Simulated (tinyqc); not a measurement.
# Fully depleted semiconductor-on-insulator film with two gates, non-linear Poisson equation by Newton steps: what changes with what

One dimension across the film, front interface at x = 0, back interface at x = ts. psi is counted from the intrinsic level, n = ni exp(psi/Vt) (source grounded), holes neglected, acceptors ionised. Gates act through Cox = eps0 eox/tox and Cbox = 3.9 eps0/tb with potentials G1 = Vg - (phiM - chi - Vt ln(Nc/ni)) and G2 = Vb - (phiB - chi - Vt ln(Nc/ni)). Classical Boltzmann densities, no interface charge, no depletion in the back plane.

Parameters, values chosen for the exercise; band and dielectric values close to those of germanium:
- T = 400 K (temperature)
- Eg = 0.658 eV (band gap)
- eps_r = 16 (relative permittivity)
- Nc = 1.63e19 cm^-3 (conduction-band density of states at T)
- Nv = 9.19e18 cm^-3 (valence-band density of states at T)
- chi = 3.97 eV (electron affinity)
- eox = 3.9 (relative permittivity of the gate insulator (close to silicon dioxide))
- tox = 2.9 nm (insulator thickness)
- ts = 9.3 nm (film thickness)
- tb = 46 nm (buried-oxide thickness (eps_r 3.9))
- Na = 1e15 cm^-3 (acceptor density of the film)
- phiM = 4.37 eV (work function of the front gate)
- phiB = 4.58 eV (work function of the back plane)
- Vb = 0 V (back-gate voltage)

Constants: q = 1.602176634e-19 C, kB = 1.380649e-23 J/K, Vt = kB T/q, eps0 = 8.8541878128e-14 F/cm where lengths are in cm. Results are converted to the units shown.

Each table varies one quantity; the others keep the values above.

## Charge against front-gate voltage

ni = sqrt(Nc Nv) exp(-Eg/(2 Vt)), Eg in volts. The Poisson equation eps0 eps_r d2psi/dx2 = q (n + Na), with -eps0 eps_r dpsi/dx = Cox (G1 - psi) at x = 0 and eps0 eps_r dpsi/dx = Cbox (G2 - psi) at x = ts, is solved on 300 equal intervals with half boxes at both ends; N_inv is the trapezoid sum of n. Swing = ln 10/(d ln N_inv/dVg); the last column is (dN_inv/dVb)/(dN_inv/dVg).

Charge against front-gate voltage:

| Vg (V) | psi front (V) | psi back (V) | N_inv (cm^-2) | centroid/ts | swing (mV/decade) | q dN_inv/dVg over Cox | back/front leverage |
|---|---|---|---|---|---|---|---|
| -0.12 | -0.186 | -0.190 | 3.45e6 | 0.490 | 86.1 | 1.24e-5 | 0.0851 |
| 0.03 | -0.0449 | -0.0555 | 1.91e8 | 0.474 | 86.1 | 6.86e-4 | 0.0842 |
| 0.18 | 0.0954 | 0.0777 | 1.01e10 | 0.457 | 89.8 | 0.0349 | 0.0833 |
| 0.33 | 0.210 | 0.178 | 2.24e11 | 0.423 | 168 | 0.413 | 0.0806 |
| 0.48 | 0.272 | 0.215 | 8.65e11 | 0.363 | 389 | 0.690 | 0.0758 |
| 0.63 | 0.308 | 0.228 | 1.70e12 | 0.310 | 662 | 0.797 | 0.0721 |
| 0.78 | 0.334 | 0.235 | 2.62e12 | 0.269 | 955 | 0.851 | 0.0698 |
| 0.93 | 0.353 | 0.238 | 3.59e12 | 0.238 | 1.26e3 | 0.884 | 0.0682 |
| 1.08 | 0.369 | 0.241 | 4.59e12 | 0.213 | 1.57e3 | 0.905 | 0.0671 |

N_inv passes 1e11 cm^-2 at Vg = 0.280 V. The swing starts at 86.1 mV a decade, against (1 + k) Vt ln 10 = 84.1 for a front channel with k = Cs Cbox/(Cox (Cs + Cbox)) = 0.0601, Cs = eps0 eps_r/ts; above threshold this column is no longer a subthreshold swing. The centroid falls from 0.490 to 0.213 of ts and the leverage of the back gate falls from 0.0851 to 0.0671. For Vg = 0.63, 0.78, 0.93, 1.08 the density at an interface exceeds 0.3 Nc, where Boltzmann statistics fail. For Vg = 0.63, 0.78, 0.93, 1.08 the classical centroid lies within 3 nm of an interface, where confinement, left out, would push it away.

## Threshold and coupling against the acceptor density of the film

VT is the Vg for N_inv = 1e11 cm^-2; -dVT/dVb from the linearised equation. Limits with Cs = eps0 eps_r/ts: front channel Cs Cbox/(Cox (Cs + Cbox)), back channel Cbox (Cox + Cs)/(Cox Cs). Swing at N_inv = 1e8 cm^-2.

The same in every row: front-channel limit = 0.0601; back-channel limit = 0.112.

Threshold and coupling against the acceptor density of the film:

| Na (cm^-3) | VT (V) | centroid/ts at VT | -dVT/dVb | swing (mV/decade) |
|---|---|---|---|---|
| 1e15 | 0.280 | 0.438 | 0.0819 | 86.1 |
| 3e15 | 0.280 | 0.438 | 0.0819 | 86.1 |
| 9e15 | 0.281 | 0.438 | 0.0819 | 86.1 |
| 3e16 | 0.285 | 0.435 | 0.0817 | 86.1 |
| 8e16 | 0.292 | 0.429 | 0.0814 | 86.1 |
| 2e17 | 0.310 | 0.415 | 0.0807 | 86.0 |
| 7e17 | 0.385 | 0.357 | 0.0778 | 85.8 |
| 2e18 | 0.572 | 0.224 | 0.0712 | 85.2 |

As Na goes from 1e15 to 2e18, VT rises from 0.280 to 0.572 V, the centroid falls from 0.438 to 0.224 of ts and -dVT/dVb falls from 0.0819 to 0.0712. The coupling covers 41.8 % of the way from the front-channel to the back-channel limit in the first row and 21.2 % in the last.

tinyqc, about 0.4 s, one thread, Intel Xeon 2.30GHz (shared host): `OMP_NUM_THREADS=1 python tinyqc.py 2190166 2190167 out.jsonl`
